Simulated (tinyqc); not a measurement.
Worked calculation: tight binding, dimerised chain. One step of it, computed by the program tinyqc.

Task: Open chain of 5 cells. The same hoppings without the wrap-around bond.

H of the open chain (eV), lower triangle:
```
            1          2          3          4          5          6          7          8
1    0.000000
2   -1.490000   0.000000
3    0.000000  -0.460000   0.000000
4    0.000000   0.000000  -1.490000   0.000000
5    0.000000   0.000000   0.000000  -0.460000   0.000000
6    0.000000   0.000000   0.000000   0.000000  -1.490000   0.000000
7    0.000000   0.000000   0.000000   0.000000   0.000000  -0.460000   0.000000
8    0.000000   0.000000   0.000000   0.000000   0.000000   0.000000  -1.490000   0.000000
9    0.000000   0.000000   0.000000   0.000000   0.000000   0.000000   0.000000  -0.460000
10   0.000000   0.000000   0.000000   0.000000   0.000000   0.000000   0.000000   0.000000

            9        10
9    0.000000
10  -1.490000  0.000000
```

Give: levels; weights of the highest filled level on the sites.

Result:

levels (eV): -1.898  -1.752  -1.537  -1.299  -1.106  1.106  1.299  1.537  1.752  1.898

weights of the highest filled level on the sites: 0.064  0.035  0.135  0.109  0.157  0.157  0.109  0.135  0.035  0.064

The bulk gap runs from -1.0300 to 1.0300 eV; no level of this chain lies inside it.
